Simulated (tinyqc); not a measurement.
From results back to parameters: special k points of the bcc lattice. Three cases, with inputs chosen for the exercise.

Problem. E(k) = -sqrt(D^2 + (e0 - t A_1(k))^2) with A_1 = 8 at Gamma and A_1 = 0 at b1/2; t > 0 and D > 0 are hidden.

Find: t; D.

Method. The difference of the squares is 64 t^2 - 16 e0 t; it is positive, so the quadratic has one positive root t; D^2 follows from either energy.

Case 1.

Values chosen (out of a larger set: the lattice of W; not measured data): e0 = 1.39 eV (offset).
E at Gamma = -2.987859 eV
E at b1/2 = -1.785077 eV

Solution.

t = 0.520 eV
D = 1.120 eV

Case 2.

Values chosen: e0 = 1.35 eV (offset).
E at Gamma = -3.246244 eV
E at b1/2 = -2.701500 eV

Solution.

t = 0.450 eV
D = 2.340 eV

Case 3.

Values chosen (out of a larger set: the lattice of W; not measured data): e0 = 0.93 eV (offset).
E at Gamma = -3.072361 eV
E at b1/2 = -1.655838 eV

Solution.

t = 0.460 eV
D = 1.370 eV

Computed by tinyqc, one run a case: `OMP_NUM_THREADS=1 python tinyqc.py N N+1 out.jsonl` with N = 1681302, 1681367, 1682039; one thread of a shared Intel(R) Xeon(R) Processor @ 2.30GHz, about 0.3 s a run at most.
